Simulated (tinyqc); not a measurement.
# Double-gate transistor, scale length and short-channel effects: several studies

A body of thickness ts between two insulators of thickness ti and two tied gates. Below threshold the potential that source and drain add obeys Laplace's equation and vanishes on the gate. Its lowest mode decays along the channel as exp(-k y); k is the smallest positive root of the matching condition at the interface, and the scale length is Lambda = pi/k.

Inputs (values chosen for the exercise); permittivities: semiconductor close to that of silicon, insulator close to that of hafnium oxide:
- T = 300 K (temperature)
- eps_r = 11.6 (relative permittivity of the semiconductor)
- ei = 22.8 (relative permittivity of the insulator)
- ti = 10 nm (insulator thickness)
- ts = 14.4 nm (body thickness)
- L = 45 nm (channel length)
- Vbi = 0.99 V (potential of the source)
- sT = 0.73 V (potential of the barrier top at threshold)
- Vds = 0.8 V (drain voltage)

Constants: q = 1.602176634e-19 C, kB = 1.380649e-23 J/K, Vt = kB T/q. Results are converted to the units shown.

Each table varies one quantity; the others keep the values above.

## Effect of the body thickness

k is the smallest positive root of f(k) = ei cos(k ti) cos(k ts/2) - eps_r sin(k ti) sin(k ts/2). Along the channel psi(y) = s + a exp(y/l) + b exp(-y/l) with psi(0) = Vbi, psi(L) = Vbi + Vds and l = 1/k = Lambda/pi; with A = Vbi - s, B = A + Vds, x = exp(-L/l): a = (B - A x) x/(1 - x^2), b = (A - B x)/(1 - x^2). The minimum is s + 2 sqrt(a b), at y = (l/2) ln(b/a). The long-channel potential follows the gate as s = sT + (Vg - VTL)/m, and the threshold VT is the gate voltage at which the minimum equals sT. Swing = m Vt ln 10/g at threshold, g = d(minimum)/ds = 1 - (b x + a)/((1 + x) sqrt(a b)). DIBL = [VT(0.05 V) - VT(Vds)]/(Vds - 0.05 V). sT and Vbi are held fixed; m = 1.

Results:
```
ts (nm)  Lambda (nm)  L/Lambda  VT - VTL at Vds (mV)  DIBL (mV/V)  swing (mV/decade)
5.8           23.069    1.9507               -55.132       34.596             67.083
7.2           23.878    1.8846               -61.952       38.967             67.985
11            26.263    1.7134               -84.398       53.454             70.917
14            28.353    1.5871               -106.87       68.093             73.804
17            30.616    1.4698               -134.08       85.961             77.248
22            34.704    1.2967               -190.65       123.48             84.269
```

Estimate the missing row, ts = 8.9 nm.

Computed row:
```
ts (nm)  Lambda (nm)  L/Lambda  VT - VTL at Vds (mV)  DIBL (mV/V)  swing (mV/decade)
8.9           24.909    1.8066               -71.233       44.939             69.204
```

With this row back in the table: As ts goes from 5.8 to 22 nm, Lambda rises from 23.1 to 34.7 nm, DIBL rises from 34.6 to 123 mV/V and the swing rises from 67.1 to 84.3 mV a decade. On average Lambda goes as ts^(0.31). For ts = 17 to 22 nm L is under 1.5 Lambda, where higher modes, left out of the one-mode potential, count.

## Effect of the relative permittivity of the insulator

Same model as above.

Effect of the relative permittivity of the insulator:
```
ei   Lambda (nm)  L/Lambda  VT - VTL at Vds (mV)  DIBL (mV/V)  swing (mV/decade)
5.7       43.931    1.0243               -351.77       232.05             103.67
8.5       38.050    1.1826               -243.82       159.10             90.748
12        34.045    1.3218               -180.89       116.98             83.069
18        30.365    1.4820               -130.93       83.880             76.851
27        27.578    1.6317               -98.239       62.456             72.700
40        25.544    1.7617               -77.268       48.836             69.991
```

What does the table show?

As ei goes from 5.7 to 40, Lambda falls from 43.9 to 25.5 nm, DIBL falls from 232 to 48.8 mV/V and the swing falls from 104 to 70.0 mV a decade. On average Lambda goes as ei^(-0.28). For ei = 5.7 to 18 L is under 1.5 Lambda, where higher modes, left out of the one-mode potential, count.

## Effect of the drain voltage

Same model as above.

The same in every row: Lambda (nm) = 28.65; L/Lambda = 1.571.

Effect of the drain voltage:
```
Vds (V)  VT - VTL at Vds (mV)  DIBL (mV/V)  swing (mV/decade)
0.2                    -70.43        86.13              72.00
0.35                   -81.70        80.63              72.53
0.5                    -91.90        76.43              73.10
0.65                   -101.3        73.07              73.67
0.8                    -110.2        70.28              74.23
0.95                   -118.6        67.91              74.78
1.1                    -126.7        65.87              75.31
```

Read the table: what changes, and by how much?

As Vds goes from 0.2 to 1.1 V, Lambda stays at 28.6 nm, DIBL falls from 86.1 to 65.9 mV/V and the swing rises from 72.0 to 75.3 mV a decade.

tinyqc, about 0.01 s, one thread, Intel Xeon 2.30GHz (shared host): `OMP_NUM_THREADS=1 python tinyqc.py 2420135 2420136 out.jsonl`
